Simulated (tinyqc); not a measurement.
Worked calculation: electrons shared among three sets of ellipsoidal valleys. Values are carried at full precision from step to step, so a last printed digit may differ when a step is redone from the rounded ones.

Constants: hbar^2/2m0 = 3.80998211 eV angstrom^2; kB = 8.617333262e-05 eV/K.

Parameters, chosen for this exercise (masses and offsets near those of Si; mobilities are free inputs, held fixed; the results hold for these values, not for the real material): ml = (0.884, 0.884, 1.639) m0 (longitudinal masses of Delta2, Delta4, L); mt = (0.1963, 0.1963, 0.1235) m0 (transverse masses); M = (2, 4, 4) (valleys in each set); T = 400 K; dE = (0, 0.022, 0.943) eV (edges of Delta2, Delta4, L above the first, the first two split by strain); n = 6.3e+19 1/cm^3 (total electron density); mu = (1800, 1200, 550) cm^2/(V s) (mobility of each set, for current in the plane normal to the Delta2 axis).

## Masses of each set

One valley: m_d = (ml mt^2)^(1/3). Whole set: m_de = M^(2/3) m_d. Mean over three axes: 1/m_c = (1/ml + 2/mt)/3. Anisotropy K = ml/mt.

m_d, m_de, m_c (m0) and K of each set:

| set | m_d | m_de | m_c | K |
|---|---|---|---|---|
| Delta2 | 0.3242 | 0.5146 | 0.2650 | 4.50 |
| Delta4 | 0.3242 | 0.8168 | 0.2650 | 4.50 |
| L | 0.2924 | 0.7368 | 0.1785 | 13.27 |

m_de/m_c is 1.94 for Delta2, 3.08 for Delta4, 4.13 for L: many anisotropic valleys give many states at a light conductivity mass. m_c is the mean over three axes; a set that holds only some of the equivalent valleys conducts with a mass that depends on direction.

## Effective densities of states

N_i = M_i times N = 2 (m kB T/(4 pi c))^(3/2) with c = hbar^2/2m0, in 1/angstrom^3; times 1e24 for 1/cm^3, with m = (ml mt^2)^(1/3).

kT = 0.034469 eV

N_i (1/cm^3): Delta2 1.4261e+19, Delta4 2.8522e+19, L 2.4434e+19

## Fermi level and populations

F_j(eta) = (1/Gamma(j + 1)) integral_0^infinity x^j dx/(1 + exp(x - eta)), which tends to exp(eta) for eta << 0.

Solve n = sum_i N_i F_1/2((EF - dE_i)/kT), energies from the edge of the first set.

EF = 0.0449 eV

eta_i: Delta2 1.30, Delta4 0.66, L -26.06

n_i (1/cm^3): Delta2 2.72e+19, Delta4 3.58e+19, L 1.18e+08

shares: Delta2 0.4316, Delta4 0.5684, L 0.0000

Delta4 holds most electrons (56.8 %). Boltzmann weights N_i exp(-dE_i/kT) would give Delta4 a share of 0.5137.

## Drift and Hall mobility of the mixture

With f_i the shares, mu_drift = sum f_i mu_i; low-field Hall mobility mu_H = sum f_i mu_i^2/mu_drift (scattering and anisotropy factors set to 1); the Hall density is n mu_drift/mu_H; rho = 1/(e n mu_drift), e = 1.602176634e-19 C.

mu_drift = 1459 cm^2/(V s)
mu_H = 1519 cm^2/(V s)
Hall density = 6.05e+19 1/cm^3
rho = 6.79e-05 ohm cm

A Hall measurement would read 96.0 % of the true density. The mobilities are of the size met in pure crystals; at this density impurities would cut them and raise rho, by a factor of two to ten or more depending on crystal and density.

## Checks

- Share of Delta4 at n = 1e10 1/cm^3 against the Boltzmann weight: both 0.5137.

Computed by tinyqc, a small Python program: `OMP_NUM_THREADS=1 python tinyqc.py 1651791 1651792 out.jsonl` (the numbers bound the seed that draws the inputs); one thread of a shared host (Intel(R) Xeon(R) Processor @ 2.30GHz), about 0.01 s for the whole set of steps.
